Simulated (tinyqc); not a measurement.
From results back to parameters: Boltzmann transport in a parabolic band with a power-law relaxation time. Three cases, with inputs chosen for the exercise.

Problem. The Seebeck coefficient and the Hall density nH = n/rH are given; md is hidden (a Pisarenko analysis).

F_j(eta) = (1/Gamma(j + 1)) integral_0^infinity x^j dx/(1 + exp(x - eta)), which tends to exp(eta) for eta << 0.

n = N F_1/2(eta) with N = 2 (m kB T/(4 pi c))^(3/2) with c = hbar^2/2m0, in 1/angstrom^3; times 1e24 for 1/cm^3, m = md.

tau = tau0 x^r with x = E/kT. With K_j = Gamma(j + 1) F_j(eta): <tau> = tau0 (r + 3/2) K_(r+1/2)/((3/2) K_(1/2)); mu = <tau>/(mc m0/e), m0/e = 5.685630e-12 kg/C; Hall factor rH = (3/2) K_(1/2) (2r + 3/2) K_(2r+1/2)/((r + 3/2) K_(r+1/2))^2; Seebeck S = -(kB/e) [(r + 5/2) K_(r+3/2)/((r + 3/2) K_(r+1/2)) - eta]; Lorenz number L = (kB/e)^2 [(r + 7/2) K_(r+5/2)/((r + 3/2) K_(r+1/2)) - ((r + 5/2) K_(r+3/2)/((r + 3/2) K_(r+1/2)))^2]; kB/e in V/K. Valley anisotropy is left out of rH.

Constants: hbar^2/2m0 = 3.80998211 eV angstrom^2; kB = 8.617333262e-05 eV/K.

Find: eta; rH; n; md.

Method. S depends on eta alone and |S| falls steadily with it; eta gives rH and so n, and N = n/F_1/2(eta) gives md from N proportional to md^(3/2).

Case 1.

Values chosen (out of a larger set: masses near those of Si; tau0 is set for a mobility of the usual size at this n, kL is a free input; freeze-out and phonon drag, which matter near 77 K, are left out; not measured data): r = -0.5 (exponent of tau); T = 300 K.

S = -642.644 microvolt/K
nH = 1.0189e+17 1/cm^3

Solution.

eta = -5.46
rH = 1.178
n = 1.2e+17 1/cm^3
md = 1.079 m0

Case 2.

Values chosen (out of a larger set: masses near those of Si; tau0 is set for a mobility of the usual size at this n, kL is a free input; freeze-out and phonon drag, which matter near 77 K, are left out; not measured data): r = 0.5 (exponent of tau); T = 300 K.

S = -514.615 microvolt/K
nH = 1.2695e+18 1/cm^3

Solution.

eta = -2.95
rH = 1.103
n = 1.4e+18 1/cm^3
md = 1.058 m0

Case 3.

Values chosen (out of a larger set: masses near those of Ge; tau0 is set for a mobility of the usual size at this n, kL is a free input; freeze-out and phonon drag, which matter near 77 K, are left out; not measured data): r = 0.5 (exponent of tau); T = 200 K.

S = -510.625 microvolt/K
nH = 2.7206e+17 1/cm^3

Solution.

eta = -2.91
rH = 1.103
n = 3.0e+17 1/cm^3
md = 0.551 m0

Computed by tinyqc, one run a case: `OMP_NUM_THREADS=1 python tinyqc.py N N+1 out.jsonl` with N = 1650475, 1650508, 1650509; one thread of a shared Intel(R) Xeon(R) Processor @ 2.30GHz, about 0.01 s a run at most.
